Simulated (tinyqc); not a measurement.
Polytypes and stacking faults of a tetrahedral semiconductor in an axial Ising model with couplings up to third neighbours: one step, computed by the program tinyqc. Command: `OMP_NUM_THREADS=1 python tinyqc.py 3018895 3018896 out.jsonl polytype walk`. One thread of a shared host (Intel(R) Xeon(R) Processor @ 2.30GHz), about 0.01 s of CPU time with the checks.

Each double layer has s = +1 or -1 for the sense of its stacking step; E per pair of atoms = E0 - sum_n J_n <s_i s_(i+n)>, n = 1, 2, 3. Hexagonality h = (1 - <s_i s_(i+1)>)/2.

Task: Stacking-fault energies. Faults in 6H: the sequences single Shockley (42) (++++--), Frank-type (32) (+++--), Frank-type (43) (++++---) are put between perfect repeats; k_n = (layers x C_n of the host) - sum_i s_i s_(i+n). gamma = sum k_n J_n/A, A = (sqrt 3/2) a^2; 1 meV/angstrom^2 = 16.02177 mJ/m^2.

Inputs (values chosen for the exercise, for a model crystal):
```
quantity                  value      unit
J1                         3.39  meV/pair
J2                        -1.47  meV/pair
J3                        -0.33  meV/pair
basal lattice constant a   3.08  angstrom
```

Host polytype: 6H.

fault coefficients k_n:
```
                             J1         J2         J3
single Shockley (42)   0.000000   0.000000  -4.000000
Frank-type (32)        0.666667   1.333333  -2.000000
Frank-type (43)       -0.666667  -1.333333  -2.000000
```

Constants: 1 eV/angstrom^2 = 16.02176634 J/m^2.

Give: gamma; energy of the glide fault, single Shockley (42).

Result:

gamma (mJ/m^2): single Shockley (42) 2.5743, Frank-type (32) 1.8722, Frank-type (43) 0.7021

energy of the glide fault, single Shockley (42) = 2.5743 mJ/m^2

The cheapest is the Frank-type (43) fault.
